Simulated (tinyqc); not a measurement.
Effective charge: two electrons on one impurity (helium-like model).

Units Ha* = 2 Ry m/eps^2 and a* = a0 eps/m. One electron is bound by Z^2/2. Two electrons in the singlet built from exp(-a r) and exp(-b r): S = 8 (ab)^(3/2)/(a + b)^3, h_aa = a^2/2 - Z a, h_bb alike, h_ab = S (ab/2 - Z (a + b)/2), J = ab (a^2 + 3ab + b^2)/(a + b)^3, K = 20 (ab)^3/(a + b)^5, E = (h_aa + h_bb + 2 S h_ab + J + K)/(1 + S^2). For a = b this is a^2 - 2 Z a + 5a/8. Real double donors are deeper, since the central cell is left out.

Inputs chosen for the exercise (out of a larger set: near those of impurities in InP; not measured data):

| symbol | value | unit | meaning |
|---|---|---|---|
| m | 0.081 | m0 | one mean mass |
| eps | 12.2 |  | dielectric constant |
| Zs | (0.98, 1.03, 1.25, 1.67, 1.88, 2.61, 3.9) |  | charges |

Ha* = 14.8087 meV

Binding of the first electron, of the second (-E - Z^2/2) with equal and with unequal orbitals, and U, the first less the second (unequal).

Results (meV):

| Z | first | second, equal | second, unequal | a/b | U | U/(Z Ha*) |
|---|---|---|---|---|---|---|
| 0.98 | 7.1 | -0.51 | 0.11 | 3.92 | 7.0 | 0.483 |
| 1.03 | 7.9 | -0.23 | 0.35 | 3.39 | 7.5 | 0.492 |
| 1.25 | 11.6 | 1.45 | 1.94 | 2.52 | 9.6 | 0.520 |
| 1.67 | 20.6 | 6.64 | 7.08 | 2.02 | 13.6 | 0.549 |
| 1.88 | 26.2 | 10.22 | 10.64 | 1.89 | 15.5 | 0.558 |
| 2.61 | 50.4 | 27.73 | 28.12 | 1.66 | 22.3 | 0.577 |
| 3.90 | 112.6 | 77.97 | 78.35 | 1.48 | 34.3 | 0.593 |

Equal orbitals bind a second electron only above Z = (5/16)/(1 - 1/sqrt2) = 1.067; unequal ones do so in 7 of the 7 rows. Their gain is 0.62 meV in the first row and 0.38 in the last, while the second binding grows to 78 meV, so the gain decides the matter only near Z = 1. U grows almost linearly with Z: U/(Z Ha*) goes from 0.483 to 0.593, towards 5/8, while the first binding grows as Z^2. Angular correlation is left out: at Z = 1 this function binds the second electron by 0.0133 Ha*, half the exact 0.0278.

Computed by tinyqc, a small Python program: `OMP_NUM_THREADS=1 python tinyqc.py 1282374 1282375 out.jsonl` (the numbers bound the seed that draws the inputs); one thread of a shared host (Intel(R) Xeon(R) Processor @ 2.30GHz), about 0.06 s for the whole set of steps.
